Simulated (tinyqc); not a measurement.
Electrons shared among three sets of ellipsoidal valleys: one step. Masses of each set. Three cases, with inputs chosen for the exercise.

Problem. One valley: m_d = (ml mt^2)^(1/3). Whole set: m_de = M^(2/3) m_d. Mean over three axes: 1/m_c = (1/ml + 2/mt)/3. Anisotropy K = ml/mt.

Case 1.

Values chosen (out of a larger set: masses and offsets near those of InP; mobilities are free inputs, held fixed; not measured data):
- ml = (0.083, 1.779, 1.285) m0 (longitudinal masses of Gamma, L, X)
- mt = (0.083, 0.1336, 0.2808) m0 (transverse masses)
- M = (1, 4, 3) (valleys in each set)

Case 2.

Values chosen (out of a larger set: masses and offsets near those of GaAs; mobilities are free inputs, held fixed; not measured data):
- ml = (0.065, 1.916, 1.283) m0 (longitudinal masses of Gamma, L, X)
- mt = (0.065, 0.0736, 0.2236) m0 (transverse masses)
- M = (1, 4, 3) (valleys in each set)

Case 3.

Values chosen (out of a larger set: masses and offsets near those of GaSb; mobilities are free inputs, held fixed; not measured data):
- ml = (0.039, 1.298, 1.509) m0 (longitudinal masses of Gamma, L, X)
- mt = (0.039, 0.0989, 0.214) m0 (transverse masses)
- M = (1, 4, 3) (valleys in each set)

Give: m_d, m_de, m_c (m0) and K of each set.

Solution.

Case 1.

m_d, m_de, m_c (m0) and K of each set:

| set | m_d | m_de | m_c | K |
|---|---|---|---|---|
| Gamma | 0.0830 | 0.0830 | 0.0830 | 1.00 |
| L | 0.3167 | 0.7979 | 0.1931 | 13.32 |
| X | 0.4662 | 0.9697 | 0.3797 | 4.58 |

m_de/m_c is 1.00 for Gamma, 4.13 for L, 2.55 for X: many anisotropic valleys give many states at a light conductivity mass. m_c is the mean over three axes; a set that holds only some of the equivalent valleys conducts with a mass that depends on direction.

Case 2.

m_d, m_de, m_c (m0) and K of each set:

| set | m_d | m_de | m_c | K |
|---|---|---|---|---|
| Gamma | 0.0650 | 0.0650 | 0.0650 | 1.00 |
| L | 0.2181 | 0.5497 | 0.1083 | 26.03 |
| X | 0.4003 | 0.8327 | 0.3085 | 5.74 |

m_de/m_c is 1.00 for Gamma, 5.07 for L, 2.70 for X: many anisotropic valleys give many states at a light conductivity mass. m_c is the mean over three axes; a set that holds only some of the equivalent valleys conducts with a mass that depends on direction.

Case 3.

m_d, m_de, m_c (m0) and K of each set:

| set | m_d | m_de | m_c | K |
|---|---|---|---|---|
| Gamma | 0.0390 | 0.0390 | 0.0390 | 1.00 |
| L | 0.2333 | 0.5878 | 0.1429 | 13.12 |
| X | 0.4104 | 0.8536 | 0.2997 | 7.05 |

m_de/m_c is 1.00 for Gamma, 4.11 for L, 2.85 for X: many anisotropic valleys give many states at a light conductivity mass. m_c is the mean over three axes; a set that holds only some of the equivalent valleys conducts with a mass that depends on direction.

Computed by tinyqc, one run a case: `OMP_NUM_THREADS=1 python tinyqc.py N N+1 out.jsonl` with N = 1650114, 1650353, 1650483; one thread of a shared Intel(R) Xeon(R) Processor @ 2.30GHz, about 0.01 s a run at most.
